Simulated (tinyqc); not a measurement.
Vacuum evaporation: vapour pressure, source flux, thickness distribution, purity and step coverage: one step, computed by the program tinyqc.

Molecular flow, unit sticking of the metal, no re-evaporation. The background gas is taken as water vapour (18.015 g/mol, collision diameter 0.37 nm) at 300 K.

Problem. Scattering and purity. Mean free path lambda = k_B T_g/(sqrt2 pi d^2 p); unscattered share exp(-h/lambda); gas arrival p/sqrt(2 pi m_g k_B T_g); impurity ratio = sticking x gas arrival/metal arrival; monolayer time = 1e15 cm^-2/(sticking x gas arrival).

Inputs (values chosen for the exercise, modelled on copper, with constants for the liquid):
```
quantity                     value  unit
source temperature T          1590     K
source-to-wafer distance h      22    cm
background pressure p       0.0002    Pa
sticking of background gas     0.5     -
```

arrival rate at the centre = 9.721566e+15 1/(cm^2 s)

Constants: k_B = 1.380649e-23 J/K; u = 1.6605390666e-27 kg.

Give: mean free path; unscattered share; gas arrival rate; impurity ratio; monolayer time.

Solution.

mean free path = 34.049 m

unscattered share = 0.99356

gas arrival rate = 7.1680e+14 1/(cm^2 s)

impurity ratio = 0.036866

monolayer time = 2.7902 s
